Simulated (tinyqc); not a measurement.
## Implanted layer, carriers, mobility and sheet resistance: effect of the peak chemical concentration

An n-type layer from the surface x = 0 to the junction xj, N(x) = N0 exp(-(x - Rp)^2/(2 sg^2)). Local neutrality (no depletion at surface or junction, no spilling of carriers), intrinsic carriers neglected, full ionisation of active dopants.

xj = Rp + sg sqrt(2 ln(N0/Nb)). Active dopant A = min(N, Ns); n = A - Nb; mobility mu = m1 + (m2 (T/300 K)^(-bt) - m1)/(1 + ((A + Nb)/Nr)^am). Dose = integral of N, carrier sheet density = integral of n, 1/Rs = q integral of n mu, mean mobility 1/(q Rs sheet density), Hall mobility (unit Hall factor) = integral of n mu^2 over integral of n mu, Hall sheet density = (integral of n mu)^2/integral of n mu^2; all from 0 to xj. Integrals on 4000 steps.

Inputs (values chosen for the exercise); values close to those of arsenic in silicon over a p-type background:
```
symbol,value,unit,meaning
T,250,K,temperature
Nb,4e15,cm^-3,background doping of the opposite type
m1,50.6,cm^2/(V s),mobility limit at high doping
m2,1420,cm^2/(V s),"mobility limit at low doping, at 300 K"
Nr,9.96e16,cm^-3,reference doping of the mobility law
am,0.683,,exponent of the mobility law
bt,2.5,,temperature exponent of m2
Ns,1.95e20,cm^-3,solubility limit of active dopant
sg,140,nm,straggle after annealing
Rp,110,nm,projected range
```

Constants: q = 1.602176634e-19 C. Results are converted to the units shown.

Results:

| N0 (cm^-3) | xj (nm) | dose (cm^-2) | carriers (cm^-2) | Rs (ohm/square) | mean mobility (cm^2/(V s)) | Rs xj (ohm nm) | Hall/true sheet density |
|---|---|---|---|---|---|---|---|
| 2.7e17 | 516.3 | 7.411e12 | 7.204e12 | 973.2 | 890.2 | 5.025e5 | 0.9650 |
| 7.3e17 | 561.8 | 2.007e13 | 1.984e13 | 530.9 | 592.5 | 2.982e5 | 0.9236 |
| 2e18 | 603.6 | 5.501e13 | 5.477e13 | 307.3 | 370.9 | 1.855e5 | 0.8680 |
| 5.4e18 | 641.6 | 1.486e14 | 1.483e14 | 182.4 | 230.7 | 1.170e5 | 0.8171 |
| 4e19 | 710.9 | 1.100e15 | 1.100e15 | 55.76 | 101.7 | 3.964e4 | 0.8063 |
| 1.1e20 | 743.0 | 3.026e15 | 3.026e15 | 26.81 | 76.94 | 1.992e4 | 0.8565 |
| 2.9e20 | 772.3 | 7.979e15 | 6.475e15 | 14.43 | 66.81 | 1.114e4 | 0.9053 |
| 8e20 | 801.7 | 2.201e16 | 8.036e15 | 11.86 | 65.50 | 9507 | 0.9251 |

Estimate the missing row, N0 = 1.5e19 cm^-3.

Computed row:

| N0 (cm^-3) | xj (nm) | dose (cm^-2) | carriers (cm^-2) | Rs (ohm/square) | mean mobility (cm^2/(V s)) | Rs xj (ohm nm) | Hall/true sheet density |
|---|---|---|---|---|---|---|---|
| 1.5e19 | 678.0 | 4.127e14 | 4.124e14 | 103.3 | 146.5 | 7.004e4 | 0.7915 |

With this row back in the table: As N0 goes from 2.7e17 to 8e20, xj rises from 516 to 802 nm, Rs falls from 973 to 11.9 ohm/square, the mean mobility falls from 890 to 65.5 cm^2/(V s) and the share of the dose that conducts goes from 97.2 through a maximum of 100 (at N0 = 1.1e20 among the rows listed) to 36.5 %. Rs goes as dose^(-0.61) at the low end and dose^(-0.19) at the high end; constant mobility and activation would give -1. Above N0 = Ns = 1.95e20 cm^-3 added dopant only widens the clipped top.

Computed by the program tinyqc: `OMP_NUM_THREADS=1 python tinyqc.py 2110094 2110095 out.jsonl`, one thread of a shared Intel Xeon 2.30GHz, about 0.01 s for the whole run.
